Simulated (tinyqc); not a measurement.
Schemes compared: quasiparticle equation with a plasmon-pole self-energy for two band edges.

For each edge E = e + X + Sc(E), with the correlation part Sc(E) = A[0]/(E - a + w) + A[1]/(E - b - w); a and b are the valence and conduction energies that enter the Green function (a = ev, b = ec in the one-shot scheme). Z = 1/(1 - dSc/dE), dSc/dE = -A[0]/(E - a + w)^2 - A[1]/(E - b - w)^2.

Parameters, chosen for this exercise (scales of the order of those of SiC; not measured data): ev = 0 eV (mean-field valence top); ec = 2.1 eV (mean-field conduction edge); w = 19.7 eV (pole energy); Av = (44.4, 28.8) eV^2 (weights of the valence state on the hole and electron poles); Ac = (28.8, 54.7) eV^2 (the same for the conduction state); Xv = -1.79 eV (exchange minus the mean-field potential, valence); Xc = 2 eV (the same, conduction).

Z = 1; linearised; exact one-shot; energies updated in G (a, b); updated in G and W, where w grows by half of the opening of the gap (a rule chosen for the exercise).

Results (eV):

| scheme | Ev | Ec | gap | opening |
|---|---|---|---|---|
| mean field | 0.000 | 2.100 | 2.100 | 0.000 |
| Z = 1 | -0.857 | 2.644 | 3.502 | 1.402 |
| linearised | -0.730 | 2.553 | 3.283 | 1.183 |
| one-shot, exact | -0.728 | 2.552 | 3.280 | 1.180 |
| update G | -0.785 | 2.572 | 3.358 | 1.258 |
| update G and W | -0.820 | 2.624 | 3.444 | 1.344 |

What can be read from this table?

The openings run from 1.180 (one-shot, exact) to 1.402 eV (Z = 1). Linearising moves the gap by 2 meV, updating G +77 meV and updating W a further +86 meV: once Z is kept, the level of self-consistency matters more than linearising.

Program tinyqc; command `OMP_NUM_THREADS=1 python tinyqc.py 1880873 1880874 out.jsonl`; about 0.02 s on one thread of a shared Intel(R) Xeon(R) Processor @ 2.30GHz.
